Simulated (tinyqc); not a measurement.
Single-oscillator infrared dielectric function of a polar cubic crystal: one step, computed by the program tinyqc. Command: `OMP_NUM_THREADS=1 python tinyqc.py 3031875 3031876 out.jsonl infrared walk`. One thread of a shared host (Intel(R) Xeon(R) Processor @ 2.30GHz), about 0.01 s of CPU time with the checks.

One ion pair, charges +Z* and -Z*, in a cell of volume Omega = a^3/4. Frequencies omega are given as wavenumbers (1/cm); eps_s is the static dielectric constant.

Task: Optical constants at the probe frequency. eps(omega) = eps_inf + W^2/(omega_TO^2 - omega^2 - i gamma omega); n + i k = sqrt(eps) with k >= 0; R = |(n + i k - 1)/(n + i k + 1)|^2 at normal incidence from vacuum. omega is the probe ratio times omega_TO. Intensity decays over 1/(4 pi omega k); the loss function is Im(-1/eps).

Inputs (values chosen for the exercise, for a model crystal):
```
quantity                    value  unit
omega_TO                      152  1/cm
eps_inf                      8.18     -
phonon damping gamma          2.1  1/cm
probe frequency / omega_TO   1.35     -
```

Structure: rock salt. Free carriers: absent.

W = 138.1462 1/cm

Give: omega; Re eps; Im eps; n; k; reflectivity R; penetration depth of the intensity; loss function.

Result:

omega = 205.2 1/cm

Re eps = 7.176

Im eps = 0.02276

n = 2.679

k = 0.004248

reflectivity R = 0.2083

penetration depth of the intensity = 912.8 micrometre

loss function = 4.420e-04

Re eps is positive and k is small against n: the wave propagates.
